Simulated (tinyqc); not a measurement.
Worked calculation: Weaire-Thorpe hybrids on a Bethe lattice: gap and dangling bond of an amorphous tetrahedral solid. Values are carried at full precision from step to step, so a last printed digit may differ when a step is redone from the rounded ones.

Four sp3 hybrids an atom at energy 0, coupled by -V1 on the atom and by -V2 along a bond; the bonds form a tree (no rings). For any network the gap runs at least from -V2 + V1 to V2 - 3 V1, and p-like states pile up at -V2 + V1 and V2 + V1. On the tree the gap is wider: it ends at Ec = -V1 + sqrt(V2^2 + 4 V1^2 - 2 sqrt3 V1 V2), which makes it well wider than the gaps of the real glasses. A branch seen from a hybrid has the self-energy S = V2^2 g, where g is the Green function of the hybrid across the bond, whose three partners carry S themselves. With a = z - V1, b = a - S: g = 1/(a + V1 b/(b + 3 V1)), z = E + i eta. A full atom has G = (1/b)(b + 3 V1)/(b + 4 V1) per hybrid; a dangling hybrid with shift dh has G = 1/(1/g - dh).

Values chosen for the exercise (of the size of tabulated hybrid energies for amorphous silicon; shifted at random, so the results belong to these values and not to a real crystal): V1 = 1.73 eV (coupling of two hybrids on one atom); V2 = 4.62 eV (coupling of the two hybrids of a bond); E = -5.6 eV (energy); eta = 0.05 eV (broadening); dh = -0.38 eV (shift of the dangling hybrid (rehybridisation)).

## Edges

Bounds -V2 + V1 and V2 - 3 V1. On the tree the s-like bands are narrower: E = -V1 -/+ sqrt(V2^2 + 4 V1^2 + V1 V2 e) with e from -2 sqrt3 to 2 sqrt3 (for a crystal, -4 to 4), so the conduction edge is -V1 + sqrt(V2^2 + 4 V1^2 - 2 sqrt3 V1 V2).

edges (eV): Ev -2.8900, Ec(bound) -0.5700, Ec(tree) 0.6425

gaps (eV): (bound, reached in the crystal) 2.3200, (tree) 3.5325

The gap needs no periodicity, only V2 > 2 V1 (here V2/V1 = 2.671); leaving out rings widens it by 1.213 eV. Two parameters give the trend, not the value.

## The self-energy at one energy

S = V2^2 g is a quadratic A S^2 + B S + C = 0 with A = a + V1, B = -(a (a + 4 V1) + V2^2), C = V2^2 (a + 3 V1), a = z - V1. Of the two roots take the one with Im S < 0 (if both qualify, the decaying one, with the smaller |V1 V2 g/(b + 3 V1)|).

A, B, C: [-5.6000+0.0500i, -24.3472+0.3870i, -45.6770+1.0672i]

roots (eV): [-2.1600+1.8677i, -2.1880-1.8374i]

S = -2.1880-1.8374i eV

## Densities at that energy

With z = E + i eta, b = z - V1 - S: full atom G = (b + 3 V1)/(b (b + 4 V1)); g = S/V2^2; dangling hybrid 1/(1/g - dh); densities -Im G/pi.

G (1/eV): (bulk) -0.0624-0.1174i, (dangling with dh = 0) -0.1025-0.0861i, (dangling with dh) -0.1035-0.0931i
densities (1/eV): (bulk) 0.0374, (dangling with dh = 0) 0.0274, (dangling with dh) 0.0296

## The dangling-bond level

For eta = 0 the level solves 1/g(E) = dh inside the gap (bisection); its weight on the dangling hybrid is 1/(d(1/g)/dE), by central differences with step 1e-5 eV.

level = -0.2288 eV
above Ev = 2.6612 eV
weight on the dangling hybrid = 0.622

The level lies at 75 % of the gap of the tree; 38 % of it spreads over the back bonds.

## Checks

- Conduction edge from the formula against the zero of the discriminant: both 0.642514.
- S from the quadratic against damped iteration of S = V2^2 g: both -2.188000.

Computed by tinyqc, a small Python program: `OMP_NUM_THREADS=1 python tinyqc.py 1451253 1451254 out.jsonl` (the numbers bound the seed that draws the inputs); one thread of a shared host (Intel(R) Xeon(R) Processor @ 2.30GHz), about 0.02 s for the whole set of steps.
